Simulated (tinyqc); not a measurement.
# Esaki diode in forward bias, two-band WKB: what changes with what

Abrupt p-n junction, depletion approximation. Energies E are counted from the conduction-band edge of the neutral n side; its Fermi level lies at dn, that of the p side at dn - V, and the valence-band edge of the neutral p side at Em = dn + dp - V. Tunnelling needs 0 < E < Em. Two-band dispersion with equal masses m: inside the gap kappa = sqrt(m u (1 - u/Eg)/C), u the distance from a band edge, C = hbar^2/(2 m0).

Inputs (values chosen for the exercise); band and dielectric values close to those of indium phosphide:
- T = 300 K (temperature)
- Eg = 1.35 eV (band gap)
- eps_r = 12.3 (relative permittivity)
- Nc = 5.7e17 cm^-3 (conduction-band density of states at 300 K)
- Nv = 1.12e19 cm^-3 (valence-band density of states at 300 K)
- m = 0.095 m0 (band-edge mass of the two-band model)
- Na = 2e19 cm^-3 (acceptor density)
- Nd = 1.8e19 cm^-3 (donor density)
- V = 0.18 V (bias of the p side)

Constants: q = 1.602176634e-19 C, kB = 1.380649e-23 J/K, hbar = 1.054571817e-34 J s, h = 6.62607015e-34 J s, m0 = 9.1093837015e-31 kg, Vt = kB T/q, eps0 = 8.8541878128e-14 F/cm where lengths are in cm, hbar^2/(2 m0) = 0.0380998212 eV nm^2. Results are converted to the units shown.

Each table varies one quantity; the others keep the values above.

## Current against forward bias

Nd = Nc F12(dn/Vt), Na = Nv F12(dp/Vt), F12(x) = (2/sqrt(pi)) int_0^infinity sqrt(u)/(1 + exp(u - x)) du; dn = EF - Ec on the n side, dp = Ev - EF on the p side (negative outside the bands); Vbi = Eg + dn + dp. W = sqrt(2 eps0 eps_r (Vbi - V)(1/Na + 1/Nd)/q), mean field F = (Vbi - V)/W, peak field 2 F. In a uniform field F the exponent is S = pi sqrt(m/C) Eg^1.5/(4 F). Transverse energy Et = C kt^2/m raises it to S (1 + 4 Et/Eg), so T = exp(-S) exp(-Et/Eb) with Eb = Eg/(4 S). KJ = (2 q^2/h) m/(4 pi C) (times 1e14 for A/cm^2 per eV^2). J = KJ exp(-S) Eb times the integral from 0 to Em of [f(E - dn) - f(E - dn + V)] [1 - exp(-min(E, Em - E)/Eb)] dE, f(x) = 1/(1 + exp(x/Vt)), with S and Eb from the mean field; J > 0 flows from p to n.

Current against forward bias:
```
V (V)	mean field (MV/cm)	S	J (A/cm^2)
0.02	1.079	18.03	0.004510
0.051	1.069	18.19	0.007271
0.081	1.059	18.36	0.007284
0.111	1.049	18.54	0.006430
0.141	1.039	18.72	0.005426
0.171	1.029	18.90	0.004476
0.201	1.019	19.09	0.003605
0.231	1.009	19.28	0.002770
0.261	0.9984	19.48	0.001901
0.291	0.9879	19.69	9.804e-4
0.321	0.9772	19.91	2.062e-4
```

Read the table: what changes, and by how much?

J peaks at 0.00728 A/cm^2 at V = 0.081 V among the rows, 0.24 of the overlap dn + dp = 0.341 V, and falls to 2.06e-4 A/cm^2 at 0.321 V: a negative differential resistance. The Fermi levels part as V grows, but the window Em = dn + dp - V shrinks and closes at V = 0.341 V, and S rises from 18.0 to 19.9. Excess and diffusion currents, which fill the valley of a real diode, are not in the model.

## Exponent along the true band profile

Along the true parabolic profile the field at the point where the conduction edge stands at e = E + u is sqrt(2 q Nd e/(eps0 eps_r)) for e < a D and sqrt(2 q Na (D - e)/(eps0 eps_r)) above, D = Vbi - V, a = Na/(Na + Nd); S(E) = 2 int_0^Eg kappa(u) du/field.

Exponent along the true band profile:
```
E (eV)	S(E)	S(E)/S of the mean field
0.01	13.51	0.7127
0.027	13.28	0.7005
0.045	13.13	0.6925
0.063	13.04	0.6877
0.081	13.00	0.6856
0.098	13.00	0.6858
0.116	13.05	0.6886
0.134	13.16	0.6945
0.152	13.37	0.7053
```

What does the table show?

S(E) goes from 13.5 through a minimum of 13.0 (at E = 0.081 eV among the rows listed) to 13.4. The mean field gives S = 19.0 and the peak field 9.48; the smallest S(E) is 0.69 of the mean-field value, so the mean field understates the best transmission by a factor of 388.

Range of the model: Parabolic densities of states, no band tails and no gap narrowing, all of which matter at such doping.

tinyqc, about 0.02 s, one thread, Intel Xeon 2.30GHz (shared host): `OMP_NUM_THREADS=1 python tinyqc.py 2620104 2620105 out.jsonl`
